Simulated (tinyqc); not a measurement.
Correction of a charged-defect supercell by a model charge and potential alignment (plane-averaged potentials). Changing the width sigma_m of the model charge. Computed by tinyqc, a small Python program. Command: `OMP_NUM_THREADS=1 python tinyqc.py 3114138 3114139 out.jsonl align sweep`. One thread of a shared host (Intel(R) Xeon(R) Processor @ 2.30GHz), about 0.02 s of CPU time with the checks.

The "true" defect charge is (1 - x) q in a Gaussian of width sigma plus x q in one of width sigma_t, so the exact answer is known; the correction sees only a single model Gaussian of width sigma_m. A Gaussian of width s has the transform rho(G) = exp(-G^2 s^2/2), normalised to 1. A uniform background cancels q, so G = 0 is left out. Potentials are those felt by a unit positive charge. E_0 is the formation energy of the isolated defect, E_cell its value in the supercell, E_lat = E_iso - E_per of the model charge, C the true less the model potential far from the defect; the exact correction is E_0 - E_cell, and the error of a scheme is E_cell plus its correction less E_0.

Inputs (values chosen for the exercise, with screening close to that of GaN):
```
quantity,value,unit
defect charge q,-2,e
dielectric constant eps,9.71,-
edge of the cubic cell L,10.1,angstrom
width sigma of the true defect charge,0.9,angstrom
share x of the charge in a wide tail,0,-
width sigma_t of the tail,1.9,angstrom
formation energy of the isolated defect E_0,2.01,eV
```

Constants: e^2/(4 pi eps_0) = 14.39964548 eV angstrom.

Method:
- Periodic energy E_per = (2 pi q^2/(eps L^3)) (e^2/(4 pi eps_0)) sum_(G != 0) rho(G)^2/G^2, G = (2 pi/L)(n1, n2, n3), |n_i| <= 16. Isolated energy: two Gaussians of charges q_a, q_b and widths a, b interact by q_a q_b (e^2/(4 pi eps_0 eps)) sqrt(2/pi)/sqrt(a^2 + b^2), and the self-energy is half the sum over pairs.
- Supercell value E_cell = E_0 + E_per - E_iso for the true charge.
- E_lat = E_iso - E_per for the model charge; point-charge value alpha q^2 e^2/(4 pi eps_0 eps 2 L) with alpha = 2.837297.
- Plane-averaged potential at distance z from the defect: V(z) = (4 pi q/(eps L^3)) (e^2/(4 pi eps_0 e)) sum_(m != 0) rho(G_m) cos(G_m z)/G_m^2, G_m = 2 pi m/L, |m| <= 40.
- C = difference at z = L/2; E_corr = E_cell + E_lat - q C. For charges that have died out at L/2, C = (2 pi q/(eps L^3)) (e^2/(4 pi eps_0 e)) (<s^2> - sigma_m^2), <s^2> = (1 - x) sigma^2 + x sigma_t^2.

One run for each value:
```
width sigma_m of the model charge (angstrom),E_lat (eV),alignment C (V),error without alignment (meV),error with alignment (rounded to 1e-4 meV) (meV)
0.51,0.8238,-0.00995,19.89,0.0000
0.60,0.8202,-0.00814,16.28,0.0000
0.70,0.8155,-0.00579,11.58,0.0000
0.79,0.8106,-0.00336,6.72,0.0000
0.89,0.8045,-0.00032,0.65,0.0000
0.98,0.7985,0.00272,-5.44,0.0000
1.20,0.7811,0.01139,-22.79,-0.0049
```

Give the missing row, width sigma_m of the model charge (angstrom) = 1.10.

Computed row; columns: (1) width sigma_m of the model charge (angstrom); (2) E_lat (eV); (3) alignment C (V); (4) error without alignment (meV); (5) error with alignment (rounded to 1e-4 meV) (meV):
```
(1)      (2)      (3)     (4)      (5)
1.10  0.7894  0.00723  -14.47  -0.0007
```

Interpolating between the two neighbouring rows (linearly) misses most in error with alignment (rounded to 1e-4 meV) (meV), by a factor of 3.8. Over the rows, E_lat (eV) falls from 0.824 to 0.781 (exponent d ln y / d ln x -0.027 between the first rows and -0.12 between the last); alignment C (V) rises from -0.00995 to 0.0114; error without alignment (meV) falls from 19.9 to -22.8. E_lat and q C each change with the model width, by 43 and 43 meV over the rows, while the aligned error changes by 0.0 meV.
